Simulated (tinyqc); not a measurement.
Inside a calculation. Method: exchange-only LDA atom on a uniform radial grid, spin-unpolarised, for Be(2+). Computed by tinyqc, a small Python program that keeps every step. Settings: Z = 4, points = 128, R = 4.5, functional = Slater exchange alone, mixing = 0.4, iteration cap = 56. Command: `OMP_NUM_THREADS=1 python tinyqc.py 24408 24409 out.jsonl` (the two numbers bound the seeds that draw the settings). One thread of a shared host (Intel(R) Xeon(R) Processor @ 2.60GHz), about 0.08 s of CPU time with the checks. Later iterations appear only in the table of the cycle.

## Iteration 1

Spherical atom on a uniform radial grid r_j = j h with h = R/(N + 1), h sum u^2 = 1 and integrals as h times sums, u(0) = u(R) = 0 (atomic units):
```
parameter           value
Z                       4
points N              128
R                4.500000
h                0.034884
mixing           0.400000
electrons in 1s         2
```

Three-point differences turn -u''/2 + [l(l+1)/2r^2 - Z/r + V] u = e u into a tridiagonal matrix (diagonal 1/h^2 + potential, off-diagonal -1/2h^2). D = sum f u^2; the Hartree potential y/r solves y'' = -D/r with y(0) = 0, y(R) = N_e; v_xc comes from rho = D/(4 pi r^2); E = sum f e - int D V + int D (V_H/2 + eps_xc); V(new) = V + mixing (V_H + v_xc - V).

eigenvalues (hartree): [-7.961435]

Every 8th grid point:
```
r             V in     u(1s)         D       V_H       v_xc
0.279070  0.000000  1.460511  4.266185  5.536553  -1.608639
0.558140  0.000000  0.960065  1.843449  3.449054  -0.766130
0.837209  0.000000  0.473323  0.448069  2.375889  -0.364877
1.116279  0.000000  0.207425  0.086051  1.790344  -0.173776
1.395349  0.000000  0.085219  0.014525  1.433196  -0.082763
1.674419  0.000000  0.033611  0.002259  1.194430  -0.039416
1.953488  0.000000  0.012888  0.000332  1.023808  -0.018772
2.232558  0.000000  0.004841  0.000047  0.895833  -0.008941
2.511628  0.000000  0.001790  0.000006  0.796296  -0.004258
2.790698  0.000000  0.000654  8.55e-07  0.716667  -0.002028
3.069767  0.000000  0.000236  1.12e-07  0.651515  -0.000966
3.348837  0.000000  0.000085  1.44e-08  0.597222  -0.000460
3.627907  0.000000  0.000030  1.82e-09  0.551282  -0.000219
3.906977  0.000000  0.000011  2.23e-10  0.511905  -0.000104
4.186047  0.000000  3.40e-06  2.32e-11  0.477778  -0.000046
4.465116  0.000000  3.04e-07         0  0.447917   0.000000
```

total energy = -13.06995958 hartree

## Iteration 2

As before.

eigenvalues (hartree): [-6.548054]

Every 8th grid point:
```
r             V in     u(1s)         D       V_H       v_xc
0.279070  1.571166  1.428050  4.078655  5.405794  -1.584714
0.558140  1.073170  0.985461  1.942268  3.420030  -0.779582
0.837209  0.804405  0.518053  0.536757  2.370712  -0.387517
1.116279  0.646627  0.244100  0.119170  1.789512  -0.193699
1.395349  0.540173  0.108411  0.023506  1.433070  -0.097168
1.674419  0.462005  0.046403  0.004307  1.194412  -0.048871
1.953488  0.402014  0.019368  0.000750  1.023805  -0.024629
2.232558  0.354757  0.007938  0.000126  0.895833  -0.012432
2.511628  0.316815  0.003208  0.000021  0.796296  -0.006283
2.790698  0.285855  0.001283  3.29e-06  0.716667  -0.003179
3.069767  0.260220  0.000508  5.17e-07  0.651515  -0.001609
3.348837  0.238705  0.000200  7.99e-08  0.597222  -0.000815
3.627907  0.220425  0.000078  1.22e-08  0.551282  -0.000413
3.906977  0.204721  0.000030  1.79e-09  0.511905  -0.000207
4.186047  0.191093  0.000010  2.16e-10  0.477778  -0.000098
4.465116  0.179167  9.63e-07         0  0.447917  -0.000019
```

total energy = -13.17075791 hartree

## Convergence

Stop when input and output potentials agree to 1e-7.

Course of the cycle (hartree):
```
iteration             E      e(1s)  largest |V(out) - V(in)|
1          -13.06995958  -7.961435                  4.88e+00
2          -13.17075791  -6.548054                  2.72e+00
3          -13.20555757  -5.749706                  1.51e+00
4          -13.21682155  -5.297438                  8.31e-01
5          -13.22031320  -5.040495                  4.60e-01
6          -13.22136734  -4.894108                  2.55e-01
7          -13.22168100  -4.810469                  1.43e-01
8          -13.22177372  -4.762545                  8.01e-02
9          -13.22180110  -4.735007                  4.53e-02
10         -13.22180920  -4.719139                  2.58e-02
11         -13.22181161  -4.709970                  1.48e-02
...                 ...        ...                       ...
24         -13.22181265  -4.697260                  1.49e-05
25         -13.22181265  -4.697255                  8.87e-06
26         -13.22181265  -4.697252                  5.28e-06
27         -13.22181265  -4.697250                  3.14e-06
28         -13.22181265  -4.697249                  1.87e-06
29         -13.22181265  -4.697248                  1.12e-06
30         -13.22181265  -4.697248                  6.65e-07
31         -13.22181265  -4.697248                  3.96e-07
32         -13.22181265  -4.697248                  2.36e-07
33         -13.22181265  -4.697248                  1.41e-07
34         -13.22181265  -4.697248                  8.42e-08
```

Converged in 34 iterations. A uniform grid resolves the cusp poorly: for a bare nucleus this grid gives 1s at -7.96143 against -Z^2/2 = -8 hartree. Before convergence this energy mixes input and output and is not variational, so it may rise towards its limit.
